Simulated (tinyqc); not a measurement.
## Gated two-dimensional channel with two bands, quantum capacitance: effect of the gate voltage

phi is the Fermi level above the lowest band edge, in volts; Vg is counted from the gate voltage at which an empty channel would have phi = 0. The channel has no thickness; trap charge is -q Dit phi.

D1 = gv md m0 q/(pi hbar^2), D2 = g2 m2 m0 q/(pi hbar^2) per eV; n1 = D1 Vt ln(1 + exp(phi/Vt)), n2 = D2 Vt ln(1 + exp((phi - E2)/Vt)), n = n1 + n2; Cq = q dn/dphi = q [D1/(1 + exp(-phi/Vt)) + D2/(1 + exp((E2 - phi)/Vt))]. Cox = eps0 eox/tox; Vg = phi + q (n + Dit phi)/Cox. 1/C_G = 1/Cox + 1/(Cq + q Dit); dphi/dVg = Cox/(Cox + Cq + q Dit).

Parameters, values chosen for the exercise; lowest band close to that of monolayer WS2:
- T = 400 K (temperature)
- eox = 25.1 (relative permittivity of the gate insulator (close to zirconium oxide))
- tox = 60 nm (insulator thickness)
- md = 0.307 m0 (in-plane mass)
- gv = 2 (valley degeneracy)
- m2 = 0.49 m0 (in-plane mass of a second band, chosen freely)
- g2 = 2 (valley degeneracy of that band, chosen freely)
- E2 = 0.11 eV (second band edge above the first)
- Dit = 0 cm^-2 eV^-1 (density of traps)

Constants: q = 1.602176634e-19 C, kB = 1.380649e-23 J/K, hbar = 1.054571817e-34 J s, m0 = 9.1093837015e-31 kg, Vt = kB T/q, eps0 = 8.8541878128e-14 F/cm where lengths are in cm. Results are converted to the units shown.

The same in every row: Cox (uF/cm^2) = 0.37040.

Results:
```
Vg (V)    phi (V)  n (cm^-2)  Cq (uF/cm^2)  C_G (uF/cm^2)  dphi/dVg  share of the second band (%)
-0.2     -0.20937  2.1662e10       0.10058       0.079099   0.78645                        6.1654
-0.04    -0.13077  2.0985e11       0.96527        0.26768   0.27731                        6.2211
0.11     -0.10118  4.8823e11        2.2151        0.31734   0.14326                        6.3045
0.27    -0.082918  8.1589e11        3.6430        0.33622  0.092292                        6.4042
0.42    -0.070983  1.1351e12        4.9905        0.34481  0.069093                        6.5029
0.58    -0.061179  1.4823e12        6.4099        0.35017  0.054628                        6.6122
0.73    -0.053687  1.8118e12        7.7137        0.35343  0.045818                        6.7176
0.89    -0.046912  2.1660e12        9.0708        0.35587  0.039232                        6.8330
1.2     -0.036146  2.8578e12        11.595        0.35893  0.030956                        7.0641
```

Estimate the missing row, Vg = 1.04 V.

Computed row:
```
Vg (V)    phi (V)  n (cm^-2)  Cq (uF/cm^2)  C_G (uF/cm^2)  dphi/dVg  share of the second band (%)
1.04    -0.041384  2.5000e12        10.310        0.35755  0.034682                        6.9436
```

With this row back in the table: As Vg goes from -0.2 to 1.2, Cq rises from 0.101 to 11.6 uF/cm^2, C_G/Cox rises from 0.214 to 0.969 and n rises from 2.17e10 to 2.86e12 cm^-2. Cq is below Cox for Vg = -0.2; there the density of states limits the response dn/dVg more than the insulator does.

Numbers from tinyqc (`OMP_NUM_THREADS=1 python tinyqc.py 2200058 2200059 out.jsonl`; about 0.01 s on one thread of a shared Intel Xeon 2.30GHz).
